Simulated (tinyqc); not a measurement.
Worked calculation: sp3 tight binding, zinc-blende lattice. Computed by tinyqc, a small Python program that keeps every step. Command: `OMP_NUM_THREADS=1 python tinyqc.py 25251 25252 out.jsonl` (the two numbers bound the seeds that draw the settings). One thread of a shared host (Intel(R) Xeon(R) Processor @ 2.60GHz), about 0.01 s of CPU time with the checks.

## Bloch Hamiltonian at k

Parameters chosen for this model: zinc-blende lattice, anion at 0, cation at a/4 (1,1,1); V = eta hbar^2 / (m d^2), hbar^2/m = 7.619964 eV angstrom^2:
```
parameter          value      unit
a               6.040000  angstrom
d               2.615397  angstrom
Es anion      -13.330000        eV
Ep anion       -6.280000        eV
Es cation     -13.330000        eV
Ep cation      -6.280000        eV
eta ss         -1.320000
eta sp          1.600000
eta pp sigma    2.600000
eta pp pi      -0.570000
V ss           -1.470455        eV
V sp            1.782370        eV
V pp sigma      2.896351        eV
V pp pi        -0.634969        eV
```

k point k (2 pi / a): [-0.650000, 0.090000, -0.780000]

Slater-Koster rules over the four bonds with direction cosines (l, m, n): ss V_ss; s-px l V_sp; px-s -l V_sp; px-px l^2 V_pps + (1 - l^2) V_ppp; px-py l m (V_pps - V_ppp); each times exp(i k.d).

H(k) at k (eV), order a s, a px, a py, a pz, c s, c px, c py, c pz:
```
[[-13.330000, 0.000000, 0.000000, 0.000000, -1.030638+0.664855i, 0.285123-1.176989i, -3.269212+0.102650i, 0.167510-2.003376i],
 [0.000000, -6.280000, 0.000000, 0.000000, -0.285123+1.176989i, 0.379983-0.245123i, 0.191611-2.291612i, -3.739570+0.117419i],
 [0.000000, 0.000000, -6.280000, 0.000000, 3.269212-0.102650i, 0.191611-2.291612i, 0.379983-0.245123i, 0.326145-1.346328i],
 [0.000000, 0.000000, 0.000000, -6.280000, -0.167510+2.003376i, -3.739570+0.117419i, 0.326145-1.346328i, 0.379983-0.245123i],
 [-1.030638-0.664855i, -0.285123-1.176989i, 3.269212+0.102650i, -0.167510-2.003376i, -13.330000, 0.000000, 0.000000, 0.000000],
 [0.285123+1.176989i, 0.379983+0.245123i, 0.191611+2.291612i, -3.739570-0.117419i, 0.000000, -6.280000, 0.000000, 0.000000],
 [-3.269212-0.102650i, 0.191611+2.291612i, 0.379983+0.245123i, 0.326145+1.346328i, 0.000000, 0.000000, -6.280000, 0.000000],
 [0.167510+2.003376i, -3.739570-0.117419i, 0.326145+1.346328i, 0.379983+0.245123i, 0.000000, 0.000000, 0.000000, -6.280000]]
```

## Levels at k

Diagonalise the Hermitian matrix.

eigenvalues (eV): [-16.049858, -14.425882, -11.114380, -10.529641, -5.100046, -3.707502, -2.026217, -1.386473]

weights |c|^2 of the basis functions, order a s, a px, a py, a pz, c s, c px, c py, c pz:
```
[[0.439263, 0.373840, 0.003441, 0.000151, 0.122510, 0.059411, 0.000144, 0.001240],
 [0.006462, 0.014141, 0.191083, 0.269963, 0.017542, 0.019297, 0.277116, 0.204395],
 [0.037576, 0.081433, 0.142162, 0.013533, 0.280271, 0.310788, 0.018559, 0.115679],
 [0.016698, 0.030586, 0.163315, 0.216354, 0.079676, 0.110505, 0.204181, 0.178686],
 [0.439263, 0.373840, 0.003441, 0.000151, 0.122510, 0.059411, 0.000144, 0.001240],
 [0.006462, 0.014141, 0.191083, 0.269963, 0.017542, 0.019297, 0.277116, 0.204395],
 [0.037576, 0.081433, 0.142162, 0.013533, 0.280271, 0.310788, 0.018559, 0.115679],
 [0.016698, 0.030586, 0.163315, 0.216354, 0.079676, 0.110505, 0.204181, 0.178686]]
```

## Bloch Hamiltonian at G

k point G (2 pi / a): [0, 0, 0]

As before.

H(k) at G (eV), order a s, a px, a py, a pz, c s, c px, c py, c pz:
```
[[-13.330000, 0.000000, 0.000000, 0.000000, -5.881819, 0.000000, 0.000000, 0.000000],
 [0.000000, -6.280000, 0.000000, 0.000000, 0.000000, 2.168550, 0.000000, 0.000000],
 [0.000000, 0.000000, -6.280000, 0.000000, 0.000000, 0.000000, 2.168550, 0.000000],
 [0.000000, 0.000000, 0.000000, -6.280000, 0.000000, 0.000000, 0.000000, 2.168550],
 [-5.881819, 0.000000, 0.000000, 0.000000, -13.330000, 0.000000, 0.000000, 0.000000],
 [0.000000, 2.168550, 0.000000, 0.000000, 0.000000, -6.280000, 0.000000, 0.000000],
 [0.000000, 0.000000, 2.168550, 0.000000, 0.000000, 0.000000, -6.280000, 0.000000],
 [0.000000, 0.000000, 0.000000, 2.168550, 0.000000, 0.000000, 0.000000, -6.280000]]
```

## Levels at G

As before.

eigenvalues (eV): [-19.211819, -8.448550, -8.448550, -8.448550, -7.448181, -4.111450, -4.111450, -4.111450]

## Bands along a path

The same steps at evenly spaced points between the labelled ones.

Bands along the path (eV):
```
k             band 1      band 2      band 3      band 4     band 5     band 6     band 7     band 8
L         -17.147768  -13.719597   -9.718488   -9.718488  -6.573645  -2.841512  -2.841512  -1.778990
L-G 0.20  -17.476181  -13.223104   -9.618150   -9.618150  -6.559650  -2.941850  -2.941850  -1.961064
L-G 0.40  -18.112732  -12.090047   -9.339918   -9.339918  -6.545381  -3.220082  -3.220082  -2.471839
L-G 0.60  -18.693752  -10.715896   -8.956324   -8.956324  -6.622980  -3.603676  -3.603676  -3.187372
L-G 0.80  -19.078415   -9.333049   -8.600035   -8.600035  -6.962501  -3.959965  -3.959965  -3.846034
G         -19.211819   -8.448550   -8.448550   -8.448550  -7.448181  -4.111450  -4.111450  -4.111450
G-X 0.20  -19.033147   -9.346845   -8.803990   -8.803990  -6.731625  -4.108382  -3.756010  -3.756010
G-X 0.40  -18.507166  -10.737255   -9.556766   -9.556766  -5.868646  -4.106933  -3.003234  -3.003234
G-X 0.60  -17.663330  -12.239722  -10.296801  -10.296801  -5.187673  -4.129275  -2.263199  -2.263199
G-X 0.80  -16.548591  -13.762148  -10.807843  -10.807843  -4.700389  -4.208873  -1.752157  -1.752157
X         -15.224297  -15.224297  -10.988426  -10.988426  -4.385703  -4.385703  -1.571574  -1.571574
X-W 0.20  -15.224297  -15.224297  -10.988426  -10.988426  -4.385703  -4.385703  -1.571574  -1.571574
X-W 0.40  -15.224297  -15.224297  -10.988426  -10.988426  -4.385703  -4.385703  -1.571574  -1.571574
X-W 0.60  -15.224297  -15.224297  -10.988426  -10.988426  -4.385703  -4.385703  -1.571574  -1.571574
X-W 0.80  -15.224297  -15.224297  -10.988426  -10.988426  -4.385703  -4.385703  -1.571574  -1.571574
W         -15.224297  -15.224297  -10.988426  -10.988426  -4.385703  -4.385703  -1.571574  -1.571574
```

With 4 band(s) filled, the highest filled level on these points lies at G and the lowest empty one at G: a gap of 1.0004 eV, direct.
